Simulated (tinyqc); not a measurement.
## Channel mobility from two channel lengths

Problem. Two power MOSFETs differ only in channel length: R_on = R_rest + Lc (Wp + a)/(2 mch Cox Vov), Cox = 3.9 eps0/tox. Find mch and R_rest.

Parameters, values chosen for the exercise:

| symbol | value | unit | meaning |
|---|---|---|---|
| tox | 45 | nm | gate oxide thickness (eps_r 3.9) |
| Vov | 5 | V | gate overdrive |
| Wp | 6.6 | um | width of the p body in one cell, channels included |
| a | 4.9 | um | gap between neighbouring p bodies |

Constants: eps0 = 8.8541878128e-14 F/cm where lengths are in cm. Results are converted to the units shown.

R_on at Lc = 0.77 and 1.8 um (mohm cm^2): [1.7121257, 2.2634108]

Solution. R_on is a straight line in Lc; its slope gives mch and its intercept the rest.

mch = 280.0 cm^2/(V s)
R_rest = 1.300 mohm cm^2

Program tinyqc, `OMP_NUM_THREADS=1 python tinyqc.py 2230113 2230114 out.jsonl`; Intel Xeon 2.30GHz, shared host, one thread, about 0.01 s.
